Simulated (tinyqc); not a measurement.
Worked calculation: RHF in the sto-3g basis, for Li+, spin multiplicity 1. Computed by tinyqc, a small Python program that keeps every step (integrals from PySCF). Settings: charge = 1, multiplicity = 1, basis = sto-3g, energy threshold = 1e-08, iteration cap = 64, orthogonalisation = canonical, start = atomic densities, DIIS depth = 8, DIIS from iteration = 3, damping = 0.2, method = RHF. Command: `OMP_NUM_THREADS=1 python tinyqc.py 28470 28471 out.jsonl` (the two numbers bound the seeds that draw the settings). One thread of a shared host (Intel(R) Xeon(R) Processor @ 2.60GHz), about 0.06 s of CPU time with the checks. Later iterations appear only in the table of the cycle.

## One-electron integrals

Geometry (angstrom):
```
atom         x         y         z
Li    0.000000  0.000000  0.000000
```

Basis sto-3g: exponents (1/bohr^2) and contraction coefficients of normalised primitives:
```
element  l (shell)   exponent  coefficient
Li           s (1)  16.119575     0.154329
Li           s (1)   2.936201     0.535328
Li           s (1)   0.794651     0.444635
Li           s (2)   0.636290    -0.099967
Li           s (2)   0.147860     0.399513
Li           s (2)   0.048089     0.700115
Li           p (3)   0.636290     0.155916
Li           p (3)   0.147860     0.607684
Li           p (3)   0.048089     0.391957
```

Overlap, kinetic and nuclear-attraction integrals over the contracted functions; the nuclear repulsion is the sum of Za Zb / Rab.

nuclear repulsion = 0 hartree

overlap S:
```
           1Li 1s    1Li 2s   1Li 2px   1Li 2py   1Li 2pz
1Li 1s   1.000000  0.241137  0.000000  0.000000  0.000000
1Li 2s   0.241137  1.000000  0.000000  0.000000  0.000000
1Li 2px  0.000000  0.000000  1.000000  0.000000  0.000000
1Li 2py  0.000000  0.000000  0.000000  1.000000  0.000000
1Li 2pz  0.000000  0.000000  0.000000  0.000000  1.000000
```

kinetic energy T (hartree):
```
            1Li 1s     1Li 2s   1Li 2px   1Li 2py   1Li 2pz
1Li 1s    3.576786  -0.020237  0.000000  0.000000  0.000000
1Li 2s   -0.020237   0.102163  0.000000  0.000000  0.000000
1Li 2px   0.000000   0.000000  0.319682  0.000000  0.000000
1Li 2py   0.000000   0.000000  0.000000  0.319682  0.000000
1Li 2pz   0.000000   0.000000  0.000000  0.000000  0.319682
```

nuclear attraction V (hartree):
```
            1Li 1s     1Li 2s    1Li 2px    1Li 2py    1Li 2pz
1Li 1s   -7.982881  -0.964343   0.000000   0.000000   0.000000
1Li 2s   -0.964343  -1.206923   0.000000   0.000000   0.000000
1Li 2px   0.000000   0.000000  -1.197261   0.000000   0.000000
1Li 2py   0.000000   0.000000   0.000000  -1.197261   0.000000
1Li 2pz   0.000000   0.000000   0.000000   0.000000  -1.197261
```

core Hamiltonian H = T + V (hartree):
```
            1Li 1s     1Li 2s    1Li 2px    1Li 2py    1Li 2pz
1Li 1s   -4.406095  -0.984581   0.000000   0.000000   0.000000
1Li 2s   -0.984581  -1.104759   0.000000   0.000000   0.000000
1Li 2px   0.000000   0.000000  -0.877579   0.000000   0.000000
1Li 2py   0.000000   0.000000   0.000000  -0.877579   0.000000
1Li 2pz   0.000000   0.000000   0.000000   0.000000  -0.877579
```

## Two-electron integrals

Functions are numbered as in S; the eight-fold symmetry (ij|kl) = (ji|kl) = (kl|ij) leaves the list below.

Two-electron integrals (ij|kl) in chemists' order, unique and non-zero (hartree):
```
(11|11) 1.680395   (21|11) 0.265420   (21|21) 0.049941   (22|11) 0.397727
(22|21) 0.092860   (22|22) 0.290562   (31|31) 0.008981   (32|31) 0.013788
(32|32) 0.064184   (33|11) 0.396640   (33|21) 0.092880   (33|22) 0.290497
(33|33) 0.312946   (41|41) 0.008981   (42|41) 0.013788   (42|42) 0.064184
(43|43) 0.016869   (44|11) 0.396640   (44|21) 0.092880   (44|22) 0.290497
(44|33) 0.279207   (44|44) 0.312946   (51|51) 0.008981   (52|51) 0.013788
(52|52) 0.064184   (53|53) 0.016869   (54|54) 0.016869   (55|11) 0.396640
(55|21) 0.092880   (55|22) 0.290497   (55|33) 0.279207   (55|44) 0.279207
(55|55) 0.312946
```

## Orthogonalisation

S = U s U^T; canonical form X = U s^(-1/2), so that X^T S X = 1. Each column of U has its largest component positive (the first on a tie).

eigenvalues of S: 0.758863  1.000000  1.000000  1.000000  1.241137

X:
```
                 1         2         3         4         5
1Li 1s    0.811714  0.000000  0.000000  0.000000  0.634710
1Li 2s   -0.811714  0.000000  0.000000  0.000000  0.634710
1Li 2px   0.000000  1.000000  0.000000  0.000000  0.000000
1Li 2py   0.000000  0.000000  1.000000  0.000000  0.000000
1Li 2pz   0.000000  0.000000  0.000000  1.000000  0.000000
```

Within a degenerate level the vectors are fixed only up to a rotation; this is one choice.

## Starting guess

The start is atomic minimal-basis densities projected into this basis (PySCF's MINAO start) and scaled to the electron count of each spin; this density is not idempotent, so its energy is not variational and may lie below the converged one.

D at the start:
```
            1Li 1s     1Li 2s   1Li 2px   1Li 2py   1Li 2pz
1Li 1s    1.387712  -0.152730  0.000000  0.000000  0.000000
1Li 2s   -0.152730   0.685945  0.000000  0.000000  0.000000
1Li 2px   0.000000   0.000000  0.000000  0.000000  0.000000
1Li 2py   0.000000   0.000000  0.000000  0.000000  0.000000
1Li 2pz   0.000000   0.000000  0.000000  0.000000  0.000000
```

## Iteration 1: building the Fock matrix

J_ij = sum D_kl (ij|kl), K_ij = sum D_kl (ik|jl); F = H + J - 0.5 K; E = tr D H + tr D J / 2 - 0.25 tr D K + E_nn.

Coulomb J (hartree):
```
           1Li 1s    1Li 2s   1Li 2px   1Li 2py   1Li 2pz
1Li 1s   2.523648  0.416769  0.000000  0.000000  0.000000
1Li 2s   0.416769  0.722875  0.000000  0.000000  0.000000
1Li 2px  0.000000  0.000000  0.721315  0.000000  0.000000
1Li 2py  0.000000  0.000000  0.000000  0.721315  0.000000
1Li 2pz  0.000000  0.000000  0.000000  0.000000  0.721315
```

exchange K (hartree):
```
           1Li 1s    1Li 2s   1Li 2px   1Li 2py   1Li 2pz
1Li 1s   2.285087  0.363652  0.000000  0.000000  0.000000
1Li 2s   0.363652  0.240249  0.000000  0.000000  0.000000
1Li 2px  0.000000  0.000000  0.052279  0.000000  0.000000
1Li 2py  0.000000  0.000000  0.000000  0.052279  0.000000
1Li 2pz  0.000000  0.000000  0.000000  0.000000  0.052279
```

Fock matrix F (hartree):
```
            1Li 1s     1Li 2s    1Li 2px    1Li 2py    1Li 2pz
1Li 1s   -3.024990  -0.749637   0.000000   0.000000   0.000000
1Li 2s   -0.749637  -0.502009   0.000000   0.000000   0.000000
1Li 2px   0.000000   0.000000  -0.182403   0.000000   0.000000
1Li 2py   0.000000   0.000000   0.000000  -0.182403   0.000000
1Li 2pz   0.000000   0.000000   0.000000   0.000000  -0.182403
```

total energy of this density = -5.44231377 hartree

This density is the starting one; it is not idempotent, so its energy is not variational and may lie below the converged one.

## Iteration 1: diagonalisation and new density

Diagonalise F' = X^T F X, C = X C', fill 1 alpha and 1 beta electrons from the bottom; D = 2 C_occ C_occ^T; the new density keeps 0.2 of the old one (damping). Each column has its largest component positive (the first on a tie).

F' = X^T F X (hartree):
```
           1          2          3          4          5
1  -1.336027   0.000000   0.000000   0.000000  -1.299848
2   0.000000  -0.182403   0.000000   0.000000   0.000000
3   0.000000   0.000000  -0.182403   0.000000   0.000000
4   0.000000   0.000000   0.000000  -0.182403   0.000000
5  -1.299848   0.000000   0.000000   0.000000  -2.024867
```

orbital energies (hartree): MO1 -3.025151, MO2 -0.335743, MO3 -0.182403, MO4 -0.182403, MO5 -0.182403

coefficients C:
```
              MO1        MO2        MO3        MO4        MO5
1Li 1s   0.998047  -0.256201   0.000000   0.000000   0.000000
1Li 2s   0.007975   1.030375   0.000000   0.000000   0.000000
1Li 2px  0.000000   0.000000   0.994833  -0.046761  -0.090118
1Li 2py  0.000000   0.000000   0.101429   0.496710   0.861969
1Li 2pz  0.000000   0.000000  -0.004456   0.866656  -0.498887
```

D after iteration 1:
```
            1Li 1s     1Li 2s   1Li 2px   1Li 2py   1Li 2pz
1Li 1s    1.871298  -0.017810  0.000000  0.000000  0.000000
1Li 2s   -0.017810   0.137291  0.000000  0.000000  0.000000
1Li 2px   0.000000   0.000000  0.000000  0.000000  0.000000
1Li 2py   0.000000   0.000000  0.000000  0.000000  0.000000
1Li 2pz   0.000000   0.000000  0.000000  0.000000  0.000000
```

Within a degenerate level the vectors are fixed only up to a rotation; this is one choice.

## Iteration 2: building the Fock matrix

As before.

Coulomb J (hartree):
```
           1Li 1s    1Li 2s   1Li 2px   1Li 2py   1Li 2pz
1Li 1s   3.189671  0.507651  0.000000  0.000000  0.000000
1Li 2s   0.507651  0.780850  0.000000  0.000000  0.000000
1Li 2px  0.000000  0.000000  0.778805  0.000000  0.000000
1Li 2py  0.000000  0.000000  0.000000  0.778805  0.000000
1Li 2pz  0.000000  0.000000  0.000000  0.000000  0.778805
```

exchange K (hartree):
```
           1Li 1s    1Li 2s   1Li 2px   1Li 2py   1Li 2pz
1Li 1s   3.141923  0.501457  0.000000  0.000000  0.000000
1Li 2s   0.501457  0.130039  0.000000  0.000000  0.000000
1Li 2px  0.000000  0.000000  0.025128  0.000000  0.000000
1Li 2py  0.000000  0.000000  0.000000  0.025128  0.000000
1Li 2pz  0.000000  0.000000  0.000000  0.000000  0.025128
```

Fock matrix F (hartree):
```
            1Li 1s     1Li 2s    1Li 2px    1Li 2py    1Li 2pz
1Li 1s   -2.787386  -0.727658   0.000000   0.000000   0.000000
1Li 2s   -0.727658  -0.388929   0.000000   0.000000   0.000000
1Li 2px   0.000000   0.000000  -0.111338   0.000000   0.000000
1Li 2py   0.000000   0.000000   0.000000  -0.111338   0.000000
1Li 2pz   0.000000   0.000000   0.000000   0.000000  -0.111338
```

total energy of this density = -6.80261439 hartree

This density is a damped mixture and is not idempotent, and it still holds part of the atomic start, so its energy may lie below the converged one.

## Iteration 2: diagonalisation and new density

As before.

F' = X^T F X (hartree):
```
           1          2          3          4          5
1  -1.133932   0.000000   0.000000   0.000000  -1.235692
2   0.000000  -0.111338   0.000000   0.000000   0.000000
3   0.000000   0.000000  -0.111338   0.000000   0.000000
4   0.000000   0.000000   0.000000  -0.111338   0.000000
5  -1.235692   0.000000   0.000000   0.000000  -1.865883
```

orbital energies (hartree): MO1 -2.788656, MO2 -0.211159, MO3 -0.111338, MO4 -0.111338, MO5 -0.111338

coefficients C:
```
              MO1        MO2       MO3       MO4       MO5
1Li 1s   0.994238  -0.270607  0.000000  0.000000  0.000000
1Li 2s   0.022875   1.030152  0.000000  0.000000  0.000000
1Li 2px  0.000000   0.000000  0.000000  0.000000  1.000000
1Li 2py  0.000000   0.000000  1.000000  0.000000  0.000000
1Li 2pz  0.000000   0.000000  0.000000  1.000000  0.000000
```

D after iteration 2:
```
           1Li 1s    1Li 2s   1Li 2px   1Li 2py   1Li 2pz
1Li 1s   1.955873  0.032827  0.000000  0.000000  0.000000
1Li 2s   0.032827  0.028295  0.000000  0.000000  0.000000
1Li 2px  0.000000  0.000000  0.000000  0.000000  0.000000
1Li 2py  0.000000  0.000000  0.000000  0.000000  0.000000
1Li 2pz  0.000000  0.000000  0.000000  0.000000  0.000000
```

Within a degenerate level the vectors are fixed only up to a rotation; this is one choice.

## Iteration 3: building the Fock matrix

As before.

Coulomb J (hartree):
```
           1Li 1s    1Li 2s   1Li 2px   1Li 2py   1Li 2pz
1Li 1s   3.315319  0.525035  0.000000  0.000000  0.000000
1Li 2s   0.525035  0.792221  0.000000  0.000000  0.000000
1Li 2px  0.000000  0.000000  0.790094  0.000000  0.000000
1Li 2py  0.000000  0.000000  0.000000  0.790094  0.000000
1Li 2pz  0.000000  0.000000  0.000000  0.000000  0.790094
```

exchange K (hartree):
```
           1Li 1s    1Li 2s   1Li 2px   1Li 2py   1Li 2pz
1Li 1s   3.305479  0.536451  0.000000  0.000000  0.000000
1Li 2s   0.536451  0.111997  0.000000  0.000000  0.000000
1Li 2px  0.000000  0.000000  0.020288  0.000000  0.000000
1Li 2py  0.000000  0.000000  0.000000  0.020288  0.000000
1Li 2pz  0.000000  0.000000  0.000000  0.000000  0.020288
```

Fock matrix F (hartree):
```
            1Li 1s     1Li 2s    1Li 2px    1Li 2py    1Li 2pz
1Li 1s   -2.743515  -0.727771   0.000000   0.000000   0.000000
1Li 2s   -0.727771  -0.368537   0.000000   0.000000   0.000000
1Li 2px   0.000000   0.000000  -0.097629   0.000000   0.000000
1Li 2py   0.000000   0.000000   0.000000  -0.097629   0.000000
1Li 2pz   0.000000   0.000000   0.000000   0.000000  -0.097629
```

total energy of this density = -7.06891965 hartree

This density is a damped mixture and is not idempotent, and it still holds part of the atomic start, so its energy may lie below the converged one.

## Iteration 3: diagonalisation and new density

As before.

F' = X^T F X (hartree):
```
           1          2          3          4          5
1  -1.091441   0.000000   0.000000   0.000000  -1.223596
2   0.000000  -0.097629   0.000000   0.000000   0.000000
3   0.000000   0.000000  -0.097629   0.000000   0.000000
4   0.000000   0.000000   0.000000  -0.097629   0.000000
5  -1.223596   0.000000   0.000000   0.000000  -1.840085
```

orbital energies (hartree): MO1 -2.745335, MO2 -0.186191, MO3 -0.097629, MO4 -0.097629, MO5 -0.097629

coefficients C:
```
              MO1        MO2       MO3       MO4       MO5
1Li 1s   0.993018  -0.275048  0.000000  0.000000  0.000000
1Li 2s   0.027479   1.030040  0.000000  0.000000  0.000000
1Li 2px  0.000000   0.000000  1.000000  0.000000  0.000000
1Li 2py  0.000000   0.000000  0.000000  0.000000  1.000000
1Li 2pz  0.000000   0.000000  0.000000  1.000000  0.000000
```

D after iteration 3:
```
           1Li 1s    1Li 2s   1Li 2px   1Li 2py   1Li 2pz
1Li 1s   1.968911  0.050224  0.000000  0.000000  0.000000
1Li 2s   0.050224  0.006867  0.000000  0.000000  0.000000
1Li 2px  0.000000  0.000000  0.000000  0.000000  0.000000
1Li 2py  0.000000  0.000000  0.000000  0.000000  0.000000
1Li 2pz  0.000000  0.000000  0.000000  0.000000  0.000000
```

Within a degenerate level the vectors are fixed only up to a rotation; this is one choice.

## Iteration 14 (converged): orbitals

converged F (hartree):
```
            1Li 1s     1Li 2s    1Li 2px    1Li 2py    1Li 2pz
1Li 1s   -2.734678  -0.730292   0.000000   0.000000   0.000000
1Li 2s   -0.730292  -0.364720   0.000000   0.000000   0.000000
1Li 2px   0.000000   0.000000  -0.094515   0.000000   0.000000
1Li 2py   0.000000   0.000000   0.000000  -0.094515   0.000000
1Li 2pz   0.000000   0.000000   0.000000   0.000000  -0.094515
```

Diagonalise F' = X^T F X, C = X C', fill 1 alpha and 1 beta electrons from the bottom; D = 2 C_occ C_occ^T. Each column has its largest component positive (the first on a tie).

F' = X^T F X (hartree):
```
           1          2          3          4          5
1  -1.079781   0.000000   0.000000   0.000000  -1.221010
2   0.000000  -0.094515   0.000000   0.000000   0.000000
3   0.000000   0.000000  -0.094515   0.000000   0.000000
4   0.000000   0.000000   0.000000  -0.094515   0.000000
5  -1.221010   0.000000   0.000000   0.000000  -1.837018
```

orbital energies (hartree): MO1 -2.736765, MO2 -0.180035, MO3 -0.094515, MO4 -0.094515, MO5 -0.094515

coefficients C:
```
              MO1        MO2        MO3        MO4       MO5
1Li 1s   0.992493  -0.276937   0.000000   0.000000  0.000000
1Li 2s   0.029439   1.029985   0.000000   0.000000  0.000000
1Li 2px  0.000000   0.000000  -0.072462  -0.079890  0.994166
1Li 2py  0.000000   0.000000   0.667915   0.736381  0.107857
1Li 2pz  0.000000   0.000000   0.740702  -0.671834  0.000000
```

D after iteration 14:
```
           1Li 1s    1Li 2s   1Li 2px   1Li 2py   1Li 2pz
1Li 1s   1.970085  0.058435  0.000000  0.000000  0.000000
1Li 2s   0.058435  0.001733  0.000000  0.000000  0.000000
1Li 2px  0.000000  0.000000  0.000000  0.000000  0.000000
1Li 2py  0.000000  0.000000  0.000000  0.000000  0.000000
1Li 2pz  0.000000  0.000000  0.000000  0.000000  0.000000
```

Within a degenerate level the vectors are fixed only up to a rotation; this is one choice.

## Convergence

Stop when the energy changes by less than 1e-08 hartree and every element of the error matrix X^T (F D S - S D F) X is below 3e-05.

Course of the cycle:
```
iteration  E (hartree)     change  largest element of the error matrix
1          -5.44231377          -                             1.83e-02
2          -6.80261439  -1.36e+00                             6.14e-02
3          -7.06891965  -2.66e-01                             3.45e-02
4          -7.12212619  -5.32e-02                             1.37e-02
5          -7.13278116  -1.07e-02                             1.60e-03
6          -7.13491428  -2.13e-03                             1.47e-05
7          -7.13534095  -4.27e-04                             1.51e-04
8          -7.13542629  -8.53e-05                             1.30e-04
9          -7.13544336  -1.71e-05                             9.84e-05
10         -7.13544677  -3.41e-06                             7.64e-05
11         -7.13544746  -6.83e-07                             6.17e-05
12         -7.13544759  -1.37e-07                             4.22e-06
13         -7.13544762  -2.75e-08                             1.17e-05
14         -7.13544763  -5.52e-09                             9.91e-06
```

PySCF RHF in the same basis = -7.13544763 hartree

Converged in 14 iterations.

## Populations

Mulliken: Z minus the diagonal of D S on the atom; Loewdin: the same with S^(1/2) D S^(1/2).

Charges (e):
```
atom  Mulliken   Loewdin
1Li   1.000000  1.000000
```
